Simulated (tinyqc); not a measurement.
What moves the results: round or elliptic silicon nanowire with anisotropic valleys (Ritz method). A value that a table varies takes the place of the one given here.

Wire along x = [110] on a (001) wafer, y = [-110], z = [001]. Valley groups (w = inverse masses): A, two valleys along z: w_y = 1/mt, w_z = 1/ml, m_x = mt; B, four valleys in the wafer plane: w_y = (1/ml + 1/mt)/2, w_z = 1/mt, m_x = (ml + mt)/2.

Hard wall on the ellipse (y/a)^2 + (z/b)^2 = 1, c = hbar^2/2m0. With u = y/a, v = z/b the operator is -c [(w_y/a^2) d2/du2 + (w_z/b^2) d2/dv2] on the unit disc. Basis (1 - u^2 - v^2) u^i v^j; S, X and Y are the disc integrals of f f', (df/du)(df'/du) and (df/dv)(df'/dv), from the integral of u^p v^q = 2 Gamma((p+1)/2) Gamma((q+1)/2)/((p + q + 2) Gamma((p+q+2)/2)) for even p, q; H = c (w_y X/a^2 + w_z Y/b^2).

Converged values use 21 functions of each parity class (e or o in u, then in v).

Constants: hbar^2/2m0 = 3.80998211 eV angstrom^2.

Parameters, chosen for this exercise (near those of a Si nanowire; the results hold for these values, not for the real material): ml = 0.913 m0 (longitudinal mass); mt = 0.191 m0 (transverse mass); a = 37 angstrom (semi-axis along y); b = 37 angstrom (semi-axis along z); asp = (0.4, 0.6, 0.8, 1, 1.3, 1.8, 2.5) (ratios a/b); area = 43 nm^2 (cross-section, kept fixed); hw = 1.5 (height over mean width).

## Size of the basis

Lowest level of each group with 1, 3, 6 and 21 even functions.

Levels (meV):

| functions | A | B |
|---|---|---|
| 1 | 52.86 | 70.14 |
| 3 | 50.14 | 67.50 |
| 6 | 50.09 | 67.49 |
| 21 | 50.09 | 67.49 |

What can be read from the table?

One function errs by 5.5 % for A and 3.9 % for B, six by 0.00028 and 2e-05 meV. The error grows with the axis ratio of the stretched ellipse (2.19, 1.29); for a circle it is 6/5.783 - 1 = 3.7 %.

## Flattening the wire at fixed area

a = sqrt(area x ratio/pi), b = a/ratio, 1 nm^2 = 100 angstrom^2; lowest level of each group.

Levels (eV):

| a/b | a (angstrom) | b (angstrom) | A | B |
|---|---|---|---|---|
| 0.4 | 23.4 | 58.5 | 0.1015 | 0.0796 |
| 0.6 | 28.7 | 47.8 | 0.0722 | 0.0676 |
| 0.8 | 33.1 | 41.4 | 0.0581 | 0.0656 |
| 1.0 | 37.0 | 37.0 | 0.0501 | 0.0675 |
| 1.3 | 42.2 | 32.4 | 0.0436 | 0.0738 |
| 1.8 | 49.6 | 27.6 | 0.0392 | 0.0883 |
| 2.5 | 58.5 | 23.4 | 0.0389 | 0.1113 |

How do the results move?

Each group is lowest where its stretched ellipse is a circle, at a/b = sqrt(w_y/w_z): 2.19 for A and 0.78 for B. The lowest group is B in the first row and A in the last, crossing between a/b = 0.6 and 0.8; B - A is -22 meV in the first row and +72 meV in the last.

## Shape of the cross-section

Equal area, hard walls, lowest level of -c (w_y d2/dy2 + w_z d2/dz2), c = hbar^2/2m0. Rectangle W x H with H/W = hw; ellipse with b/a = hw; trapezoid of height H, base W/0.8 and top 0.6 of the base; isosceles triangle of height H and base 2W. Ellipse, trapezoid and triangle by converged Ritz bases; 1 nm^2 = 100 angstrom^2.

Levels:

| shape | A (eV) | B (eV) | B - A (meV) |
|---|---|---|---|
| rectangle | 0.0751 | 0.0720 | -3.0 |
| ellipse | 0.0665 | 0.0663 | -0.2 |
| trapezoid | 0.0706 | 0.0732 | 2.6 |
| triangle | 0.0534 | 0.0857 | 32.3 |

W = 53.5 angstrom
H = 80.3 angstrom

What does this show, and why?

For group A the order is triangle, ellipse, trapezoid, rectangle, spanning 41 %. For group B the order is ellipse, rectangle, trapezoid, triangle, spanning 29 %. The ellipse lies below the rectangle for both groups, since corners hold little of the wave function. The triangle is lowest for A, whose light mass lies across the width and gains from the wide base. The spacing B - A of the valley groups runs from -3 to 32 meV.

## What each parameter does

Lowest level of groups A and B. Each row changes one parameter from the base and keeps the others.

Results:

| case | A (eV) | B (eV) | B - A (meV) |
|---|---|---|---|
| base | 0.0501 | 0.0675 | 17.4 |
| a = 40 angstrom | 0.0443 | 0.0637 | 19.5 |
| b = 40 angstrom | 0.0487 | 0.0615 | 12.8 |
| ml = 1.023 m0 | 0.0490 | 0.0670 | 18.0 |
| mt = 0.172 m0 | 0.0545 | 0.0745 | 19.9 |

What does this show?

The largest shifts from the base row, up to three for each result and ties (the steps differ in size, so this ranks the rows, not the parameters). A (eV): a -0.0058, mt +0.0044, b -0.0014. B (eV): mt +0.0070, b -0.0060, a -0.0038. B - A (meV): b -4.6, mt +2.5, a +2.1.

(tinyqc, `OMP_NUM_THREADS=1 python tinyqc.py 1250816 1250817 out.jsonl`, Intel(R) Xeon(R) Processor @ 2.30GHz, 1 thread, shared host, about 0.05 s.)
